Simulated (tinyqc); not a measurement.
From results back to parameters: carrier statistics of a doped semiconductor with parabolic bands. Four cases, with inputs chosen for the exercise.

Problem. With Boltzmann statistics and no minority carriers, n (n + NA)/(ND - NA - n) = K(T) = (N(T)/2) exp(-E/kB T), E the ionisation energy of the majority dopant and N = 2 (m kB T/(4 pi c))^(3/2) with c = hbar^2/2m0, in 1/angstrom^3; times 1e24 for 1/cm^3, m = m_d. The density below was computed from a hidden E.

Constants: hbar^2/2m0 = 3.80998211 eV angstrom^2; kB = 8.617333262e-05 eV/K.

Case 1.

Values chosen (near those of GaN; not measured data):
- ND = 4.4e+14 1/cm^3 (donors)
- NA = 8e+12 1/cm^3 (acceptors)
- m_d = 0.196 m0 (density-of-states mass of the majority band)
- Ta = 26 K

n(Ta) = 2.2884e+13 1/cm^3

Case 2.

Values chosen (near those of SiC; not measured data):
- ND = 6.5e+15 1/cm^3 (donors)
- NA = 3e+12 1/cm^3 (acceptors)
- m_d = 0.804 m0 (density-of-states mass of the majority band)
- Ta = 89 K

n(Ta) = 1.6499e+15 1/cm^3

Case 3.

Values chosen (near those of Si; not measured data):
- ND = 5.7e+17 1/cm^3 (donors)
- NA = 1.1e+17 1/cm^3 (acceptors)
- m_d = 1.061 m0 (density-of-states mass of the majority band)
- Ta = 53 K

n(Ta) = 2.2339e+14 1/cm^3

Case 4.

Values chosen (near those of Ge; not measured data):
- ND = 6e+16 1/cm^3 (donors)
- NA = 2.7e+12 1/cm^3 (acceptors)
- m_d = 0.548 m0 (density-of-states mass of the majority band)
- Ta = 12 K

n(Ta) = 1.7102e+14 1/cm^3

Find: K(Ta); E.

Solution. The left side gives K; then E = kB T ln(N/(2 K)).

Case 1.

K(Ta) = 1.73e+12 1/cm^3
E = 0.0217 eV

Case 2.

K(Ta) = 5.63e+14 1/cm^3
E = 0.0603 eV

Case 3.

K(Ta) = 5.36e+13 1/cm^3
E = 0.0450 eV

Case 4.

K(Ta) = 4.97e+11 1/cm^3
E = 0.0117 eV

Computed by tinyqc, one run a case: `OMP_NUM_THREADS=1 python tinyqc.py N N+1 out.jsonl` with N = 1680434, 1680524, 1680564, 1680575; one thread of a shared Intel(R) Xeon(R) Processor @ 2.30GHz, about 0.01 s a run at most.
